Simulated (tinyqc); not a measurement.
Worked calculation: bound state in one dimension: Numerov shooting, finite differences, DVR. Computed by tinyqc, a small Python program that keeps every step. Settings: points = 96. Command: `OMP_NUM_THREADS=1 python tinyqc.py 28790 28791 out.jsonl` (the two numbers bound the seeds that draw the settings). One thread of a shared host (Intel(R) Xeon(R) Processor @ 2.60GHz), about 0.01 s of CPU time with the checks.

## Numerov steps at E = 0.1

One particle of mass 1 in V = 5.04 (x^2 - 1.68^2)^2 / 1.68^4 (atomic units), psi = 0 at both ends:

| parameter | value |
|---|---|
| left end | -3.400000 |
| right end | 3.400000 |
| intervals | 96 |
| h | 0.070833 |
| state sought (nodes) | 0 |

k_i = 2 m (E - V_i); (1 + h^2 k_(i+1)/12) y_(i+1) = 2 (1 - 5 h^2 k_i/12) y_i - (1 + h^2 k_(i-1)/12) y_(i-1), from y_0 = 0, y_1 = 0.001.

Points along the way:

| i | x | V | k | y |
|---|---|---|---|---|
| 0 | -3.40000 | 48.30340 | -96.40681 | 0.00000 |
| 1 | -3.32917 | 43.17710 | -86.15420 | 0.00100 |
| 2 | -3.25833 | 38.43719 | -76.67439 | 0.00244 |
| 3 | -3.18750 | 34.06591 | -67.93182 | 0.00483 |
| 4 | -3.11667 | 30.04585 | -59.89170 | 0.00890 |
| 5 | -3.04583 | 26.36001 | -52.52003 | 0.01568 |
| 32 | -1.13333 | 1.49651 | -2.79303 | 6.93310 |
| 33 | -1.06250 | 1.81452 | -3.42903 | 7.56371 |
| 34 | -0.99167 | 2.13971 | -4.07943 | 8.32506 |
| 35 | -0.92083 | 2.46657 | -4.73313 | 9.25757 |
| 36 | -0.85000 | 2.78991 | -5.37983 | 10.41090 |
| 37 | -0.77917 | 3.10498 | -6.00995 | 11.84651 |

## Bisection on the node count

With more sign changes than the state has nodes (the last point included) the energy is too high, else too low; the bracket starts as 0.1 to 12.

Trials:

| trial | E | sign changes | y at the right end | next |
|---|---|---|---|---|
| 1 | 6.0500000 | 4 | 5.27e+01 | lower |
| 2 | 3.0750000 | 2 | 4.37e+03 | lower |
| 3 | 1.5875000 | 0 | 3.48e+03 | raise |
| 4 | 2.3312500 | 2 | 5.07e+03 | lower |
| 5 | 1.9593750 | 2 | 1.15e+03 | lower |
| 6 | 1.7734375 | 0 | 7.89e+00 | raise |
| 7 | 1.8664063 | 2 | 2.89e+02 | lower |
| 8 | 1.8199219 | 2 | 4.78e+01 | lower |
| 9 | 1.7966797 | 1 | -1.36e+00 | lower |
| 10 | 1.7850586 | 1 | -4.59e+00 | lower |
| 11 | 1.7792480 | 1 | -3.88e-01 | lower |
| 12 | 1.7763428 | 0 | 3.23e+00 | raise |
| 13 | 1.7777954 | 0 | 1.29e+00 | raise |
| 14 | 1.7785217 | 0 | 4.21e-01 | raise |
| ... | ... | ... | ... | ... |
| 29 | 1.7788924 | 0 | 9.06e-06 | raise |
| 30 | 1.7788925 | 1 | -3.28e-06 | lower |
| 31 | 1.7788925 | 0 | 2.89e-06 | raise |

eigenvalue = 1.7788925 hartree

## The same grid by other methods

Three-point finite differences and the sine-DVR kinetic matrix of Colbert and Miller on the same points.

Lowest levels (hartree):

| state | finite differences | DVR |
|---|---|---|
| 0 | 1.77701 | 1.77890 |
| 1 | 1.79617 | 1.79805 |
| 2 | 4.55623 | 4.56048 |
